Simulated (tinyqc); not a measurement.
From results back to parameters: deformation-potential model of the Delta valleys of a conduction band. Three cases, with inputs chosen for the exercise.

Problem. A uniaxial tension X1 along [100] acts on valleys along x, y, z, with shifts dE = Xd tr(e) + Xu a.e.a and Boltzmann shares. The ratio of the share of the y valleys to that of the x valleys is given.

s11 = (C11 + C12)/((C11 - C12)(C11 + 2 C12)), s12 = -C12/((C11 - C12)(C11 + 2 C12)), s44 = 1/C44; exx = s11 sxx + s12 (syy + szz) and cyclic, exy = s44 sxy/2; tension is positive. A uniaxial stress X along the unit vector n is s_ij = X n_i n_j.

Constants: kB = 8.617333262e-05 eV/K.

Find: splitting dE_x - dE_y; Xu.

Method. The splitting is kT ln(n_y/n_x), and it equals Xu (exx - eyy) = Xu (s11 - s12) X1; Xd drops out.

Case 1.

Values chosen (near those of Si; not measured data): C11 = 167.4 GPa; C12 = 63.9 GPa; C44 = 79.1 GPa; X1 = 0.8 GPa (size of the stress); T = 300 K (temperature).

n_y/n_x = 14.83342

Solution.

splitting dE_x - dE_y = 69.72 meV
Xu = 9.02 eV

Case 2.

Values chosen (near those of Si; not measured data): C11 = 156.6 GPa; C12 = 64.3 GPa; C44 = 78.6 GPa; X1 = 0.8 GPa (size of the stress); T = 400 K (temperature).

n_y/n_x = 11.40506

Solution.

splitting dE_x - dE_y = 83.90 meV
Xu = 9.68 eV

Case 3.

Values chosen (near those of Si; not measured data): C11 = 168.4 GPa; C12 = 64.9 GPa; C44 = 80.6 GPa; X1 = 1.1 GPa (size of the stress); T = 350 K (temperature).

n_y/n_x = 23.34256

Solution.

splitting dE_x - dE_y = 95.01 meV
Xu = 8.94 eV

Computed by tinyqc, one run a case: `OMP_NUM_THREADS=1 python tinyqc.py N N+1 out.jsonl` with N = 1050670, 1050678, 1050680; one thread of a shared Intel(R) Xeon(R) Processor @ 2.30GHz, about 0.02 s a run at most.
